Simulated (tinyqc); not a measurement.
Conductance against temperature: phonon transmission through an interface between two chains by Green functions. Computed by tinyqc, a small Python program. Command: `OMP_NUM_THREADS=1 python tinyqc.py 3004202 3004203 out.jsonl agf walk`. One thread of a shared host (Intel(R) Xeon(R) Processor @ 2.30GHz), about 0.01 s of CPU time with the checks.

Two semi-infinite chains (masses m_1, m_2; springs k_1, k_2), motion along the chain. The central region holds the end atom of each chain and two interlayer atoms of mass m_b, joined by springs k_b. lambda = omega^2 in eV/(angstrom^2 u); nu = 15.6333042 THz x sqrt(lambda).

Inputs (values chosen for the exercise, for two model chains):
```
quantity,value,unit
mass m_1,14,u
spring k_1,6.94,eV/angstrom^2
mass m_2,14.3,u
spring k_2,9.58,eV/angstrom^2
junction spring k_b,11.2,eV/angstrom^2
interlayer mass m_b,19,u
probe frequency / lower band top,0.72,-
```

Atoms in the interlayer: two.

Constants: nu for 1 eV/(angstrom^2 u) = 15.6333042 THz; h x 1 THz = 4.135667696 meV; k_B = 8.617333262e-05 eV/K; k_B = 1.380649e-23 J/K; h = 6.62607015e-34 J s.

Method:
- nu_max = 15.6333042 THz x 2 sqrt(k/m); impedance Z = sqrt(k m); long-wave transmission 4 Z_1 Z_2/(Z_1 + Z_2)^2; the probe frequency is the given share of the lower band top.
- In chain i, sin(q_i a/2) = nu/nu_max,i. An outgoing wave makes the next atom move as exp(i q_i a) times the end atom, so the lead adds the self-energy Sigma_i = -k_i exp(i q_i a) to the force-constant matrix; Gamma_i = -2 Im Sigma_i = 2 k_i sin(q_i a).
- A = lambda M - K - Sigma over the central atoms, with K_ii the sum of the springs at i, K_(i,i+1) = -k_b; G = inverse of A; transmission = Gamma_1 Gamma_2 |G_(first,last)|^2.
- Landauer conductance G = k_B int tau(nu) x^2 e^x/(e^x - 1)^2 d nu, x = h nu/(k_B T), from 0 to the lower band top (240 Gauss-Legendre points in s from 0 to 1, nu = nu_top sin(pi s/2)); tau is the transmission, and its thermal mean is G over the value for tau = 1 in the same window; the quantum is g_0 = pi^2 k_B^2 T/(3 h).

band top of chain 1 = 22.0139 THz

band top of chain 2 = 25.5915 THz

Conductance:
```
T (K),G (pW/K),mean transmission,G/g_0,G for transmission 1 (pW/K)
1,0.93947,0.99265,0.99265,0.94643
5,4.6960,0.99235,0.99235,4.7322
20,18.703,0.98809,0.98809,18.929
50,45.974,0.97152,0.97152,47.322
100,89.907,0.95097,0.94996,94.543
200,164.80,0.92893,0.87064,177.41
400,231.41,0.90638,0.61128,255.32
800,259.96,0.89659,0.34334,289.94
```

At 1 K G/g_0 = 0.993; as T goes to 0 it tends to the long-wave transmission, where only the impedances count. Towards high T all modes count more and more alike; at 800 K G is 260 pW/K and the mean transmission is 0.897, which is at least 0.7 of the low-T value.

Extremes, crossings and ranges named in words are read from the listed rows.
